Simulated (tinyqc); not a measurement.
# CMOS latch-up, two-transistor model: two studies

A parasitic pnp (emitter at Vdd, base shunted by Rw) and npn (emitter at ground, base shunted by Rs) feed each other: the npn collector current flows out of the pnp base node, the pnp collector current into the npn base node. Forward-active transistors with constant gains: Icn = Isn exp(Vn/Vt), Icp = Isp (exp(Vp/Vt) - 1). A current Ii is injected into the npn base node.

Parameters, values chosen for the exercise; values close to those of bulk CMOS:

| symbol | value | unit | meaning |
|---|---|---|---|
| T | 400 | K | temperature |
| bn | 22.7 |  | current gain of the npn |
| bp | 2.3 |  | current gain of the pnp |
| Isn | 3.1e-11 | A | saturation current of the npn at T |
| Isp | 6.7e-11 | A | saturation current of the pnp at T |
| Rs | 97 | ohm | substrate resistance shunting the npn |
| Rw | 820 | ohm | well resistance shunting the pnp |
| R2 | 470 | ohm | resistance from the pnp collector to the npn base |
| Von | 0.62 | V | base-emitter voltage in the on state |
| Vsat | 0.18 | V | saturation voltage |
| Vdd | 3.3 | V | supply voltage |

Constants: q = 1.602176634e-19 C, kB = 1.380649e-23 J/K, Vt = kB T/q. Results are converted to the units shown.

Each table varies one quantity; the others keep the values above.

## Effect of the substrate resistance shunting the npn

Node equations: Vp/Rw + Icp/bp = Icn and Vn/Rs + Icn/bn = Icp + Ii. Loop gain G = gn gp/[(1/Rw + gp/bp)(1/Rs + gn/bn)], gn = Icn/Vt, gp = (Icp + Isp)/Vt; the off state ends where G = 1, and Ii there is the trigger current. On state with both base-emitter voltages at Von: npn base current Ib = (Von/Rs + bp Von/Rw)/(bn bp - 1), holding current Ih = (bn + 1) Ib + Von/Rs, holding voltage Vh = Vsat + Von + R2 (Ib + Von/Rs).

Results:

| Rs (ohm) | Vn at trigger (V) | trigger current (mA) | Ih (mA) | Vh (V) |
|---|---|---|---|---|
| 9.7 | 0.6132 | 61.17 | 94.30 | 31.44 |
| 19 | 0.5937 | 30.68 | 48.54 | 16.45 |
| 36 | 0.5830 | 16.06 | 26.00 | 9.068 |
| 70 | 0.5784 | 8.230 | 13.76 | 5.060 |
| 130 | 0.5758 | 4.425 | 7.781 | 3.101 |
| 260 | 0.5736 | 2.215 | 4.293 | 1.959 |
| 970 | 0.5704 | 0.6037 | 1.740 | 1.122 |

Estimate the missing row, Rs = 500 ohm.

Computed row:

| Rs (ohm) | Vn at trigger (V) | trigger current (mA) | Ih (mA) | Vh (V) |
|---|---|---|---|---|
| 500 | 0.5718 | 1.157 | 2.619 | 1.410 |

With this row back in the table: As Rs goes from 9.7 to 970 ohm, the trigger current falls from 61.2 to 0.604 mA, Ih falls from 94.3 to 1.74 mA and Vh falls from 31.4 to 1.12 V. Vh exceeds the supply Vdd = 3.3 V, which then cannot sustain a latched state, in 4 of the 8 rows. The trigger current goes as Rs^(-1.00): most of it flows through the shunt. For Rs = 9.7 the holding current passes 50 mA, where high injection lowers the gains.

## Effect of the well resistance shunting the pnp

Same model as above.

Results:

| Rw (ohm) | Vn at trigger (V) | trigger current (mA) | Ih (mA) | Vh (V) |
|---|---|---|---|---|
| 82 | 0.65581 | 6.9641 | 17.398 | 4.0224 |
| 160 | 0.63237 | 6.6070 | 13.475 | 3.9446 |
| 590 | 0.58775 | 6.0571 | 10.468 | 3.8850 |
| 1100 | 0.56745 | 5.8265 | 9.9498 | 3.8747 |
| 2200 | 0.54752 | 5.5887 | 9.6498 | 3.8687 |
| 4200 | 0.53674 | 5.4030 | 9.5070 | 3.8659 |
| 8200 | 0.53368 | 5.2770 | 9.4303 | 3.8644 |

Estimate the missing row, Rw = 310 ohm.

Computed row:

| Rw (ohm) | Vn at trigger (V) | trigger current (mA) | Ih (mA) | Vh (V) |
|---|---|---|---|---|
| 310 | 0.60953 | 6.3131 | 11.479 | 3.9050 |

With this row back in the table: As Rw goes from 82 to 8200 ohm, the trigger current falls from 6.96 to 5.28 mA, Ih falls from 17.4 to 9.43 mA and Vh falls from 4.02 to 3.86 V. Vh exceeds the supply Vdd = 3.3 V, which then cannot sustain a latched state, in 8 of the 8 rows. For Rw = 82, 160 Vn at the trigger exceeds the fixed Von of the on-state formulas, so Ih and Vh are too low there.

tinyqc, about 0.04 s, one thread, Intel Xeon 2.30GHz (shared host): `OMP_NUM_THREADS=1 python tinyqc.py 2670032 2670033 out.jsonl`
